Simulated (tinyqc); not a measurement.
# Frequency dispersion of an accumulation capacitance by border traps, distributed model: effects of single changes

Traps spread evenly through the insulator exchange electrons with the semiconductor by tunnelling, with tau(x) = t0 exp(2 ka x) at depth x from the interface. The admittance per area Y seen at depth x obeys dY/dx = -Y^2/(i w eps0 eox) + q Nb ln(1 + i w tau)/tau, with Y(0) = i w Cs and w = 2 pi f; the gate sees Y(tox) = G + i w C. Working variable y = Y/(i w), in uF/cm^2. Cox = eps0 eox/tox.

Inputs (values chosen for the exercise); permittivity close to that of aluminium oxide:
```
symbol,value,unit,meaning
eox,8.68,,relative permittivity of the insulator
tox,4.4,nm,insulator thickness
Cs,7.5,uF/cm^2,semiconductor capacitance in accumulation
Nb,2.1e19,cm^-3 eV^-1,density of border traps
ka,4.2,1/nm,decay constant of the wave function in the insulator
t0,5e-10,s,time constant of a trap at the interface
f,1000,Hz,frequency
```

Constants: q = 1.602176634e-19 C, eps0 = 8.8541878128e-14 F/cm where lengths are in cm. Results are converted to the units shown.

Each table varies one quantity; the others keep the values above.

## Capacitance and loss against frequency

Cox; trap-free value 1/(1/Cox + 1/Cs); response depth d = ln(1/(w t0))/(2 ka), where w tau = 1; lumped estimate: all traps within d act as C_bt = q Nb d placed at d/2, so C = 1/{1/[1/(1/Cs + d/(2 eps0 eox)) + C_bt] + (tox - d/2)/(eps0 eox)}. C and G from a fine integration; dispersion -d C/d log10 f over C, from f times and over 1.1. For a broad spread of time constants G/w is close to -(pi/2) dC/d ln w.

The same in every row: trap-free C (uF/cm^2) = 1.417.

Capacitance and loss against frequency:
```
f (Hz)	d (nm)	C (uF/cm^2)	G/w (uF/cm^2)	dispersion (% a decade)	-(pi/2) dC/d ln w (uF/cm^2)	lumped C (uF/cm^2)
10	2.057	1.529	0.01970	1.884	0.01965	1.506
100	1.783	1.503	0.01661	1.616	0.01656	1.485
1000	1.508	1.481	0.01379	1.362	0.01375	1.467
10000	1.234	1.462	0.01125	1.124	0.01121	1.453
1e5	0.9602	1.448	0.008950	0.9025	0.008912	1.441
1e6	0.6861	1.436	0.006898	0.7004	0.006862	1.431
1e7	0.4120	1.427	0.005082	0.5196	0.005059	1.424
```

C falls from 1.529 to 1.427 uF/cm^2, towards the trap-free 1.417; each decade of frequency removes ln 10/(2 ka) = 0.274 nm from the response depth. The dispersion falls from 1.88 to 0.520 % a decade and G/w falls from 0.0197 to 0.00508 uF/cm^2. G/w lies between 1.00 and 1.01 times -(pi/2) dC/d ln w, the relation for a broad spread of time constants.

## Effect of the insulator thickness

Same model as above.

The same in every row: d (nm) = 1.508.

Effect of the insulator thickness:
```
tox (nm)	C (uF/cm^2)	G/w (uF/cm^2)	dispersion (% a decade)	-(pi/2) dC/d ln w (uF/cm^2)	lumped C (uF/cm^2)	trap-free C (uF/cm^2)
2	2.752	0.04405	2.437	0.04575	2.708	2.541
2.8	2.140	0.02881	1.966	0.02870	2.113	2.009
3.9	1.638	0.01689	1.506	0.01684	1.622	1.561
5.4	1.241	0.009698	1.142	0.009673	1.232	1.196
7.5	0.9270	0.005407	0.8533	0.005396	0.9218	0.9015
10	0.7122	0.003192	0.6558	0.003187	0.7091	0.6971
14	0.5196	0.001699	0.4786	0.001697	0.5180	0.5115
20	0.3697	8.599e-4	0.3406	8.588e-4	0.3688	0.3655
```

What does the comparison show?

As tox goes from 2 to 20, C falls from 2.75 to 0.370 uF/cm^2, the dispersion falls from 2.44 to 0.341 % a decade and G/w falls from 0.0441 to 8.60e-4 uF/cm^2. The lumped estimate is 1.6 % below C in the first row and 0.23 % below it in the last.

Numbers from tinyqc (`OMP_NUM_THREADS=1 python tinyqc.py 2202037 2202038 out.jsonl`; about 0.5 s on one thread of a shared Intel Xeon 2.30GHz).
